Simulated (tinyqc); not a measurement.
From edge over centre, linear back to mean current density: electroplating on a thin resistive seed layer: kinetics, Wagner number and the terminal effect across a wafer. Computed by tinyqc, a small Python program. Command: `OMP_NUM_THREADS=1 python tinyqc.py 3120857 3120858 out.jsonl terminal inv`. One thread of a shared host (Intel(R) Xeon(R) Processor @ 2.30GHz), about 0.07 s of CPU time with the checks.

Current enters the seed at the rim. The bath is treated as a local resistance per area (no lateral flow in the liquid), two electrons per ion, molar volume 7.11 cm^3/mol, Faraday constant F = e N_A, kinematic viscosity 0.01 cm^2/s, omega = 2 pi x rpm/60; k_B T/e is in volts.

Inputs (values chosen for the exercise, of the order of those for copper plating from an acid sulfate bath):
```
quantity                               value         unit
wafer radius R                            10           cm
seed thickness t                          13           nm
seed resistivity                         5.6  microohm cm
bath conductivity kappa                0.055         S/cm
gap to the anode h                       3.4           cm
extra resistance of a porous plate         0     ohm cm^2
exchange current density i_0            0.58      mA/cm^2
cathodic transfer coefficient alpha     0.76            -
diffusivity of the metal ion         5.3e-06       cm^2/s
metal ion concentration                 0.67        mol/L
rotation rate                             30          rpm
temperature T                            298            K
```

Constants: e = 1.602176634e-19 C; N_A = 6.02214076e+23 1/mol; k_B = 8.617333262e-05 eV/K.

Method:
- Growth rate = i V_m/(2 F). Levich limit i_L = 0.62 x 2 F D^(2/3) omega^(1/2) nu^(-1/6) c. Tafel overpotential eta = (k_B T/(alpha e)) ln(i/i_0); kinetic resistance k_B T/(alpha e i); bath resistance h/kappa + plate; R_s = resistivity/t; Wagner number = kinetic resistance x kappa/R.
- Linearised: with R_t = kinetic + bath resistance the current density obeys (1/r)(r i')' = i R_s/R_t, so i = A I_0(r/l), l = sqrt(R_t/R_s); with x = R/l, edge/centre = I_0(x) and edge/mean = x I_0(x)/(2 I_1(x)).
- Voltage drop in the seed for a uniform current: i R_s R^2/4.

Task: A run gave the result below. Find the mean current density, known to lie between 6.3 and 24 mA/cm^2.

edge over centre, linear = 3.508559

Result:

Each step takes the trial c = (a f_b - b f_a)/(f_b - f_a), f being the result less the target and a, b, c the logarithms of the listed values; c replaces end b, the old b replaces a if the sign of f changed, and otherwise f_a is halved.

Scan of the range:
```
mean current density (mA/cm^2)  edge over centre, linear
6.30                                             3.37206
7.87                                             3.42544
9.84                                             3.47001
12.30                                            3.50676
15.40                                            3.53712
19.20                                            3.56146
24.00                                            3.58151
```

False position (Illinois rule, in the logarithm of the input) inside the bracket:
```
step    end a    end b    trial  edge over centre, linear
1     12.3000  15.4000  12.4648                   3.50873
2     12.3000  12.4648  12.4378                   3.50841
3     12.4648  12.4378  12.4500                   3.50856
4     12.4378  12.4500  12.4500                   3.50856
```

Edge over centre, linear rises at every point of a 13-point scan of the range (every second point is shown), so one value fits; it is bracketed by 12.3 and 15.4. Answer: mean current density = 12.45 mA/cm^2.
